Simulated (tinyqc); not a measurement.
Inside a calculation: donors with valley-orbit split 1s states. Values are carried at full precision from step to step, so a last printed digit may differ when a step is redone from the rounded ones.

Each donor binds at most one electron, in any of its states. For a site s, W_s = sum over its states of g exp(E/kT), and the ionised share is 1/(1 + W_s exp(eta)), eta = (EF - Ec)/kT; n = Nc F_1/2(eta); neutrality n + NA = ND x (mean ionised share); holes are neglected. Nc from N = 2 (m kB T/(4 pi c))^(3/2) with c = hbar^2/2m0, in 1/angstrom^3; times 1e24 for 1/cm^3, m = md. F_j(eta) = (1/Gamma(j + 1)) integral_0^infinity x^j dx/(1 + exp(x - eta)), which tends to exp(eta) for eta << 0.

Constants: hbar^2/2m0 = 3.80998211 eV angstrom^2; kB = 8.617333262e-05 eV/K.

Values chosen for the exercise (near those of Sb in Si; the results hold for these values, not for the real material): md = 1.071 m0 (density-of-states mass of the conduction band); E = (41.2, 31.4, 29) meV (binding energies of 1s(A1), 1s(T2), 1s(E)); g = (2, 6, 4) (their degeneracies with spin); T = 500 K; ND = 1.5e+18 1/cm^3 (donors); NA = 1e+17 1/cm^3 (compensating acceptors, all ionised); mu0 = 65 cm^2/(V s) (mobility at heavy doping); mu1 = 1442 cm^2/(V s) (mobility at light doping and 300 K); Nr = 9.1e+16 1/cm^3 (reference doping); de = 0.72 (doping exponent); ga = 2.3 (temperature exponent).

## Partition sums of the neutral donor

Give each term g exp(E/kT), W_s, and the effective degeneracy W_s exp(-E_ground/kT).

Nc = 5.9845e+19 1/cm^3

terms: 1s(A1) 5.204, 1s(T2) 12.44, 1s(E) 7.841

W_s: donor 25.480

effective degeneracy: donor 9.793

The ground state alone would give 2 and all states together 12; here the excited states hold 80 % of the bound electrons.

## Neutrality

Solve for eta.

eta = -4.125
n = 9.62e+17 1/cm^3

ionised share: donor 0.708

n is 0.687 of ND - NA.

## Mobility and resistivity

Mobility (Caughey-Thomas form): mu = mu0 + (mu1 (T/300)^(-ga) - mu0)/(1 + ((ND + NA)/Nr)^de); rho = 1/(e n mu), e = 1.602176634e-19 C.

Compare with full ionisation, n = ND - NA.

mu = 107.8 cm^2/(V s)
rho = 0.0601 ohm cm
rho at full ionisation = 0.0413 ohm cm

Incomplete ionisation raises rho by a factor 1.45.

## Checks

- n at ND = 1e13 1/cm^3 against the root of n^2 = (Nc/W)(ND - n) (1/cm^3): both 1.000e+13.

Computed by tinyqc, a small Python program: `OMP_NUM_THREADS=1 python tinyqc.py 1650328 1650329 out.jsonl` (the numbers bound the seed that draws the inputs); one thread of a shared host (Intel(R) Xeon(R) Processor @ 2.30GHz), about 0.01 s for the whole set of steps.
